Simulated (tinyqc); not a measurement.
Worked calculation: dopants and charged point defects at anneal temperature: Fermi-level effect, clustering and pairing. Computed by tinyqc, a small Python program that keeps every step. Command: `OMP_NUM_THREADS=1 python tinyqc.py 3012835 3012836 out.jsonl pairing walk`. One thread of a shared host (Intel(R) Xeon(R) Processor @ 2.30GHz), about 0.02 s of CPU time with the checks. Intermediate numbers are printed to about 7 digits and carried at full precision; extremes and crossings named in words are read from the listed rows.

Boltzmann statistics and full ionisation of active dopants. Energies are counted from the valence band; the defect (a vacancy or self-interstitial) has five charge states, with all degeneracy factors one.

Inputs (values chosen for the exercise, for a model semiconductor): gap at 0 K E_g0 = 1.7 eV; Varshni alpha = 0.000436 eV/K; Varshni beta = 212 K; electron mass m_e = 0.0703 m_0; valleys M_c = 1; hole mass m_h = 0.564 m_0; anneal temperature T = 1130 K; total dopant density N = 1.5e+18 cm^-3; formation enthalpy of the neutral defect H_f = 3.61 eV; formation entropy S_f = 2.1 k_B; site density N_s = 4.9e+22 cm^-3; intrinsic dopant diffusivity D_i = 1.3e-14 cm^2/s; anneal time t = 1000 s; dopant atoms per cluster k = 4; cluster binding energy E_b = 2.54 eV.

Dopant: donor. Second part: clustering of the dopant.

defect levels as fractions of E_g(T): (2+/+), (+/0), (0/-), (-/2-): [0.096, 0.24, 0.45, 0.77]

Constants: m_0 = 9.1093837015e-31 kg; k_B = 1.380649e-23 J/K; h = 6.62607015e-34 J s; k_B = 8.617333262e-05 eV/K.

## The host at the anneal temperature

E_g = E_g0 - alpha T^2/(T + beta). N_c = 2 M_c (2 pi m_e k_B T/h^2)^(3/2) and N_v = 2 (2 pi m_h k_B T/h^2)^(3/2), masses in units of m_0. n_i = sqrt(N_c N_v) exp(-E_g/2 k_B T); E_i = E_g/2 + (k_B T/2) ln(N_v/N_c).

E_g = 1.285150 eV

k_B T = 0.09737587 eV

n_i = 2.219786e+16 cm^-3

E_i = 0.7946482 eV

effective density of states N_b of the majority band = 3.419328e+18 cm^-3

## Active and clustered dopant

n = A/2 + sqrt(A^2/4 + n_i^2) for an active density A. k ionised dopants and k carriers form one neutral cluster: C = N_s (A/N_s)^k (n/N_b)^k exp(E_b/k_B T), N_b the effective density of states of the majority band, and N = A + k C (60 bisections in ln A between ln N - 90 and ln N).

active density A = 1.498651e+18 cm^-3

clusters C = 3.372752e+14 cm^-3

active share = 0.9991006

Nearly all the dopant is active.

## Carrier density and Fermi level

chi = n/n_i (for acceptors n_i/p); E_F = E_i + k_B T ln chi; field enhancement h = 1 + A/sqrt(A^2 + 4 n_i^2).

n = 1.498980e+18 cm^-3

chi = 67.52813

E_F = 1.204848 eV

field enhancement h = 1.999562

The doping is 67.5 n_i: extrinsic conditions.

## Charged defects

C_0 = N_s exp(S_f/k_B) exp(-H_f/k_B T). Ratios to the neutral state at E_F = E_i: r_+ = exp((E(+/0) - E_i)/k_B T), r_2+ = r_+ exp((E(2+/+) - E_i)/k_B T), r_- = exp((E_i - E(0/-))/k_B T), r_2- = r_- exp((E_i - E(-/2-))/k_B T); at other E_F state q scales as chi^(-q). The enhancement is sum r_q chi^(-q)/sum r_q. The charge on the defects is left out of neutrality.

neutral defects C_0 = 3.174565e+07 cm^-3

Charge states:
```
state       ratio r  intrinsic (cm^-3)  doped (cm^-3)
2+     6.880746e-06       2.184337e+02   4.790163e-02
+      6.784275e-03       2.153712e+05   3.189355e+03
0      1.000000e+00       3.174565e+07   3.174565e+07
-      9.222106e+00       2.927617e+08   1.976965e+10
2-     1.245953e+00       3.955359e+07   1.803663e+11
```

all defects, doped = 2.001677e+11 cm^-3

enhancement over intrinsic = 549.4937

mean charge = -1.900917 e

Doping leaves the neutral state alone and multiplies the total by 549; the most common state is 2- (in intrinsic material -).

## Dopant diffusivity

If every charge state of the defect carries the dopant equally well, D = D_i x enhancement x h x (active share A/N, a rough stand-in that overstates the dA/dN which immobile clusters call for), D_i being an input held fixed when T or H_f is moved; diffusion length 2 sqrt(D t).

effective diffusivity D = 1.427086e-11 cm^2/s

D/D_i = 1097.758

diffusion length = 2389.214 nm

Caution: so large an enhancement assumes that highly charged defects carry the dopant as well as neutral ones; measured enhancements are far smaller.

## Against doping

chi = n/n_i; h = 1 + A/sqrt(A^2 + 4 n_i^2); the dopant diffusivity over its intrinsic value is D/D_i = enhancement x h x A/N, if every charge state carries the dopant equally well.

Trend at the anneal temperature:
```
N (cm^-3)  active A (cm^-3)       chi  defect enhancement  mean charge         D/D_i
6.70e+14       6.700000e+14    1.0152        1.015539e+00    -1.023234  1.030863e+00
1.90e+15       1.900000e+15    1.0437        1.044806e+00    -1.028713  1.089480e+00
5.50e+15       5.500000e+15    1.1315        1.136081e+00    -1.044741  1.275758e+00
1.60e+16       1.600000e+16    1.4234        1.451464e+00    -1.090943  1.943581e+00
4.50e+16       4.500000e+16    2.4375        2.691461e+00    -1.207130  4.607432e+00
1.30e+17       1.300000e+17    6.0225        8.865632e+00    -1.434364  1.725551e+01
3.70e+17       3.700000e+17   16.7281        4.391523e+01    -1.689893  8.751770e+01
1.00e+18       9.999469e+17   45.0692        2.568620e+02    -1.858307  5.134441e+02
3.00e+18       2.799882e+18  126.1409        1.829157e+03    -1.944482  3.414069e+03
```

Well below n_i = 2.22e16 cm^-3 chi and the enhancement are near 1. At any doping d ln(enhancement)/d ln chi equals minus the mean charge, which goes from -1.02 to -1.94 over the rows.

## Activation against anneal temperature

The formulas are those given above.

Equilibrium activation:
```
T (K)   n_i (cm^-3)  active A (cm^-3)  clusters C (cm^-3)  active share
680    2.625179e+13      2.772644e+17        3.056839e+17     0.1848429
790    2.646541e+14      6.320871e+17        2.169782e+17     0.4213914
900    1.560817e+15      1.113860e+18        9.653510e+16     0.7425731
1020   7.165815e+15      1.465318e+18        8.670611e+15     0.9768784
1130   2.219786e+16      1.498651e+18        3.372752e+14     0.9991006
1240   5.705206e+16      1.499923e+18        1.932256e+13     0.9999485
1360   1.359934e+17      1.499994e+18        1.400348e+12     0.9999963
```

The active share goes from 0.185 at 680 K to 1.000 at 1360 K, so a layer activated by a hot, short anneal is metastable and deactivates in later, cooler steps if the dopant can move.

Checks made by the program: conservation of the dopant (relative difference below 1e-10); ratios against Boltzmann factors of formation energies at E_F (relative difference below 1e-10).
